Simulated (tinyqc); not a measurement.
Worked calculation: thin-film optics by transfer matrices. Values are carried at full precision from step to step, so a last printed digit may differ when a step is redone from the rounded ones.

Indices N = n + i k. Snell: N0 sin(theta) = N_j sin(theta_j), with Im(N_j cos theta_j) >= 0. Admittance y_j = N_j cos theta_j for s and N_j/cos theta_j for p. Phase delta_j = 2 pi N_j cos theta_j d_j/lambda. Layer matrix [[cos delta, -i sin delta/y], [-i y sin delta, cos delta]], multiplied from the top down to M. (B, C) = M (1, y_sub); r = (y0 B - C)/(y0 B + C), R = |r|^2, T = 4 Re y0 Re y_sub/|y0 B + C|^2, absorbed in the films 1 - R - T.

Inputs chosen for the exercise (indices near those of polySi, SiO2 on W; not measured data):
```
symbol  value                  unit     meaning
lam     248                    nm       vacuum wavelength
n0      1                               ambient index
n       (1.698, 1.507, 3.426)           n of polySi, SiO2, substrate
k       (2.833, 0, 2.825)               k in the same order
d       (61, 3.3)              nm       thicknesses, top first
theta   60                     degrees  angle of incidence
pol     s                               polarisation
```

## Angles, admittances and phases

Form cos theta_j, y_j and delta_j.

cos theta_j: ambient 0.5000, film 1 1.0165+0.0298i, film 2 0.8184, substrate 0.9965+0.0187i

y_j: ambient 0.50000, film 1 1.64155+2.93042i, film 2 1.23331, substrate 3.36124+2.87943i

delta_j (rad): film 1 2.53695+4.52885i, film 2 0.10311

## Layer matrices and their product

Form each matrix and multiply from the top down.

matrix of film 1:
$$\begin{pmatrix}
-38.1172-26.3318i & -12.3859+6.0661i \\
14.6245-154.9084i & -38.1172-26.3318i
\end{pmatrix}$$

matrix of film 2:
$$\begin{pmatrix}
0.9947 & -0.0835i \\
-0.1269i & 0.9947
\end{pmatrix}$$

M:
$$\begin{pmatrix}
-37.14467-24.61960i & -14.51768+9.21512i \\
11.20413-149.24684i & -50.84320-27.41246i
\end{pmatrix}$$

Each matrix has determinant 1, and so has M.

## Reflection and transmission

Close the stack on the substrate.

B, C: [-112.4764-35.4479i, -80.7600-387.7860i]

r = -0.8374-0.2224i
R = 0.7508
T into the substrate = 0.0000
absorbed in the films = 0.2492

The bare substrate would reflect 0.7102.

## Ellipsometric angles

Ellipsometry: rho = tan(Psi) exp(i Delta) = -conj(r_p/r_s) with the r of the admittance formula, Delta in 0 to 360 degrees, so that a bare dielectric at small angles gives Delta = 180.

Repeat the steps for both polarisations.

r_s = -0.8374-0.2224i
r_p = -0.3038-0.5077i
Psi = 34.33 degrees
Delta = 135.77 degrees

## Checks

- R against the recursion of Airy sums from the substrate up: both 0.75078.

Computed by tinyqc, a small Python program: `OMP_NUM_THREADS=1 python tinyqc.py 1680960 1680961 out.jsonl` (the numbers bound the seed that draws the inputs); one thread of a shared host (Intel(R) Xeon(R) Processor @ 2.30GHz), about 0.01 s for the whole set of steps.
